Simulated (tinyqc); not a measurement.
Crystal pulling from the melt: segregation, interface stability, heat balance and point-defect regime: one step, computed by the program tinyqc.

A dilute solute; steady pulling with a flat interface unless it is found unstable.

Task: Constitutional supercooling. Liquidus slope per concentration (van 't Hoff): |m| = k_B T_m^2 (1 - k0)/L. Solute gradient at the interface: G_C = (V/D) C_s (1 - k0)/k0. Constitutional supercooling sets in when |m| G_C > G_L. Critical C_s from the equality.

Inputs (values chosen for the exercise, modelled on arsenic in silicon):
```
quantity                      value    unit
equilibrium coefficient k0     0.29       -
diffusivity in the melt D   0.00013  cm^2/s
pull rate V                    0.49  mm/min
gradient in the melt G_L        3.7    K/cm
latent heat per volume L       4140  J/cm^3
melting point T_m              1685       K
```

C_s = 1.787306e+17 1/cm^3

Constants: k_B = 1.380649e-23 J/K.

Give: |m|; |m| G_C; critical C_s; ratio |m| G_C/G_L.

Result:

|m| = 6.723e-21 K cm^3

|m| G_C = 0.01848 K/cm

critical C_s = 3.578e+19 1/cm^3

ratio |m| G_C/G_L = 0.004995

The interface is stable by this test, with a margin of 200.
